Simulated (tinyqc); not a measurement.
# Gap and screening length from two transmissions

Inverse problem. At the source junction of a tunnel FET, T(w) = exp(-S), S = 2 pi lam sqrt(m/(C Eg)) [w + Eg/2 - sqrt(w (w + Eg))], C = hbar^2/(2 m0). Find Eg (between 0.1 and 3 eV) and lam.

Parameters, values chosen for the exercise: band-edge mass of the two-band model m = 0.028 m0.

Constants: q = 1.602176634e-19 C, hbar = 1.054571817e-34 J s, m0 = 9.1093837015e-31 kg, hbar^2/(2 m0) = 0.0380998212 eV nm^2. Results are converted to the units shown.

T(w) at w = 0.09 and 0.26 eV: 0.035845599  0.15735636

Solution. The ratio of the two exponents depends on Eg alone and falls steadily with it, which fixes Eg; either exponent then gives lam.

ratio of the two S = 1.800
Eg = 0.3460 eV
lam = 5.600 nm

Program tinyqc, `OMP_NUM_THREADS=1 python tinyqc.py 2620059 2620060 out.jsonl`; Intel Xeon 2.30GHz, shared host, one thread, about 0.01 s.
